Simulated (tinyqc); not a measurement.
From results to parameters: two-site tight-binding chain. Computed by the program tinyqc.

Problem. A two-site chain has site energies +delta (A) and -delta (B) and hoppings t1 > t2 > 0, so E = +/- sqrt(delta^2 + |t1 + t2 exp(-ika)|^2). Find delta, t1 and t2.

upper band at k = 0 = 3.642376 eV
upper band at the zone edge = 0.557584 eV
weight of the upper band on site A at the zone edge = 0.769018

Solution. The weight on A is (1 + delta/E)/2, which gives delta; then t1 + t2 = sqrt(E(0)^2 - delta^2) and t1 - t2 = sqrt(E(edge)^2 - delta^2).

delta, t1, t2 (eV): 0.3000  2.0500  1.5800
